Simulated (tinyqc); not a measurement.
Deep-level transient spectroscopy (DLTS) of one majority-carrier trap: one step, computed by the program tinyqc. Command: `OMP_NUM_THREADS=1 python tinyqc.py 3026563 3026564 out.jsonl dlts walk`. One thread of a shared host (Intel(R) Xeon(R) Processor @ 2.30GHz), about 0.05 s of CPU time with the checks.

A filling pulse loads the traps in a one-sided junction; under reverse bias they empty at the rate e, and the capacitance relaxes as C(t) = C_0 - dC exp(-e t). The signal is S = [C(t_2) - C(t_1)]/dC.

Question. Peak temperature and width. e = g sigma v N_b exp(-E/k_B T), v = sqrt(3 k_B T/m), N_b = 2 M (2 pi m k_B T/h^2)^(3/2), sigma = sigma_0 exp(-E_b/k_B T), E = E_t. S(e) = exp(-e t_1) - exp(-e t_2) peaks at the rate window e_0 = ln(t_2/t_1)/(t_2 - t_1). T_p solves e(T) = e_0 (bisection between 15 and 1500 K); the half-height points solve S = S_max/2 on either side.

Inputs (values chosen for the exercise, for a model semiconductor):

| quantity | value | unit |
|---|---|---|
| density-of-states mass m | 0.0557 | m_0 |
| valleys M | 1 | - |
| trap depth E_t | 0.297 | eV |
| cross-section sigma_0 | 1.5e-15 | cm^2 |
| degeneracy ratio g | 1 | - |
| gate time t_1 | 0.007 | s |
| ratio t_2/t_1 | 4 | - |
| temperature T | 196 | K |
| capture barrier E_b | 0.12 | eV |

Carriers: electrons. Extra term: capture barrier.

rate window e_0 = 66.01402 1/s

peak height S_max = 0.4724704

Constants: k_B = 8.617333262e-05 eV/K; k_B = 1.380649e-23 J/K; m_0 = 9.1093837015e-31 kg; h = 6.62607015e-34 J s.

Give: peak temperature T_p; lower half-height point; upper half-height point; full width.

Answer.

peak temperature T_p = 249.9 K

lower half-height point = 233.2 K

upper half-height point = 263.8 K

full width = 30.56 K

The width is 12.2 % of T_p, and E_t is 13.8 k_B T_p.
